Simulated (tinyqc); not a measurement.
Worked calculation: MP2 on RHF in the sto-6g basis, for H3+, spin multiplicity 1. One step of it, computed by the program tinyqc.

Question. Second-order Moller-Plesset energy. E2 = sum_ijab (ia|jb) [2 (ia|jb) - (ib|ja)] / (e_i + e_j - e_a - e_b) over occupied i, j and virtual a, b; the opposite-spin part is (ia|jb)^2 / denominator, the rest is same-spin, and SCS-MP2 scales them by 6/5 and 1/3.

orbital energies (hartree): [-0.933071, -0.246568, -0.051341]

Two-electron integrals over orbitals (pq|rs), unique and non-zero (hartree):
```
(11|11) 0.525328    (21|11) -0.017133   (21|21) 0.145104    (22|11) 0.489128
(22|21) 0.054868    (22|22) 0.588325    (31|11) 0.032396    (31|21) 0.001839
(31|22) -0.076496   (31|31) 0.149627    (32|11) 0.002917    (32|21) -0.105881
(32|22) -0.020541   (32|31) -0.044612   (32|32) 0.098620    (33|11) 0.533319
(33|21) -0.057625   (33|22) 0.450337    (33|31) 0.087090    (33|32) 0.018822
(33|33) 0.601556
```

Hartree-Fock energy = -1.18278169 hartree

Give: Terms; Pair energies; MP2 correlation energy; SCS-MP2 correlation energy; MP2 total energy.

Answer.

Terms:
```
i  j  a  b  (ia|jb)  (ib|ja)  denominator       term
1  1  2  2   0.1451   0.1451      -1.3730    -0.0153
1  1  3  3   0.1496   0.1496      -1.7635    -0.0127
1  1  3  2   0.0018   0.0018      -1.5682  -2.16e-06
1  1  2  3   0.0018   0.0018      -1.5682  -2.16e-06
```

Pair energies (hartree; pair i-j sums ij and ji):
```
pair  opposite spin  same spin
1-1         -0.0280          0
```

MP2 correlation energy = -0.028035 hartree

SCS-MP2 correlation energy = -0.033642 hartree

MP2 total energy = -1.210817 hartree
